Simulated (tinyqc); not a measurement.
Inside a calculation: strain-driven crossing of the Gamma and L valleys in a germanium-like crystal. Values are carried at full precision from step to step, so a last printed digit may differ when a step is redone from the rounded ones.

Biaxial loads: e0 is the in-plane strain e_par and the normal is free. (001): e_perp = -2 (C12/C11) e_par; exx = eyy = e_par, ezz = e_perp, no shear. (111): e_perp = -(2 C11 + 4 C12 - 4 C44)/(C11 + 2 C12 + 4 C44) e_par; exx = eyy = ezz = (2 e_par + e_perp)/3 and exy = eyz = ezx = (e_perp - e_par)/3. (110): e_perp = -(C11 + 3 C12 - 2 C44)/(C11 + C12 + 2 C44) e_par; exx = eyy = (e_par + e_perp)/2, ezz = e_par, exy = (e_perp - e_par)/2, eyz = ezx = 0. Uniaxial loads: a stress along n, scaled so that n.e.n = e0, with exx = s11 sxx + s12 (syy + szz), exy = s44 sxy/2, s11 = (C11 + C12)/((C11 - C12)(C11 + 2 C12)), s12 = -C12/((C11 - C12)(C11 + 2 C12)), s44 = 1/C44.

Constants: kB = 8.617333262e-05 eV/K; hc = 1239.841984 eV nm.

Inputs chosen for the exercise (near those of Ge, gaps at low temperature; the results hold for these values, not for the real material):
```
symbol  value           unit  meaning
C11     130.7           GPa
C12     47.7            GPa
C44     68.1            GPa
load    uniaxial [100]        kind of strain
e0      0.0095                size of the strain
Eg      0.903           eV    gap at Gamma to the s-like level
EgL     0.737           eV    gap to L
Dso     0.285           eV    spin-orbit splitting
ac      -8.28           eV    conduction deformation potential
av      1.25            eV    valence hydrostatic potential
b       -2.55           eV    tetragonal shear potential
d       -5.23           eV    trigonal shear potential
aL      -1.38           eV    hydrostatic potential of the L edge, Xd + Xu/3
XuL     16.52           eV    uniaxial potential, L
mG      0.0406          m0    mass at Gamma
mL      0.577           m0    density-of-states mass of the four L valleys together
T       300             K     temperature
```

## The strain tensor for a uniaxial [100] load

Form the tensor and its trace.

strain tensor in the cubic axes, rows x, y, z and columns alike:
$$\begin{pmatrix}
0.009500 & 0.000000 & 0.000000 \\
0.000000 & -0.002540 & 0.000000 \\
0.000000 & 0.000000 & -0.002540
\end{pmatrix}$$

tr(e) = 0.004420

## Band edges

Edges from the unstrained valence top: Gamma at Eg + ac tr(e); an L valley with unit axis u at EgL + aL tr(e) + XuL (u.e.u - tr(e)/3), u along [111], [1-1-1], [-11-1], [-1-11]; valence edges are the levels of the 6 x 6 matrix of X, Y, Z times spin with -Dso/3 + l exx + m (eyy + ezz) on the diagonal (cyclic), n exy off it, l = av + 2 b, m = av - b, n = sqrt(3) d. Spin-orbit term (Dso/3) L.sigma on X, Y, Z with (L_k)_ij = -i epsilon_kij: <X+|H|Y+> = -i Dso/3, <X+|H|Z-> = Dso/3, <Y+|H|Z-> = -i Dso/3, <Z+|H|X-> = -Dso/3, <Z+|H|Y-> = i Dso/3, <X-|H|Y-> = i Dso/3, and their conjugates; + and - are the spin along z.

Give the edges and the direct and indirect gaps from the top valence edge.

Gamma edge = 0.8664 eV

L edges (eV): [111] 0.7309, [1-1-1] 0.7309, [-11-1] 0.7309, [-1-11] 0.7309

valence edges from the top (eV): [0.0362, -0.0180, -0.2867]

direct and indirect gap (eV): [0.8302, 0.6947]

The gap is indirect: Gamma lies 136 meV above the lowest L valley. The top two valence edges are 54 meV apart.

## Electrons in the Gamma valley

Non-degenerate, parabolic: share = mG^(3/2)/(mG^(3/2) + (mL^(3/2)/4) sum_i exp(-(E_Li - E_Gamma)/kT)). Also the offset at which four equal L valleys hold half of the electrons, kT ln((mL/mG)^(3/2)), and the wavelength hc/E of the direct gap.

(mL/mG)^(3/2) = 53.58
share in Gamma = 0.00988 %
offset for an even split = 102.9 meV
wavelength = 1493 nm

With the L valleys as they lie here, Gamma must be 103 meV below the lowest of them to hold half of the electrons at 300 K; it lies 136 meV above. A direct gap alone is not enough.

## Checks

- Gamma and lowest L edge at e0 = 0.05171, where the linear shifts make them meet (eV): both 0.7038.

Run: tinyqc, `OMP_NUM_THREADS=1 python tinyqc.py 1050080 1050081 out.jsonl`; Intel(R) Xeon(R) Processor @ 2.30GHz, one thread, shared host; about 0.01 s of CPU time with all checks.
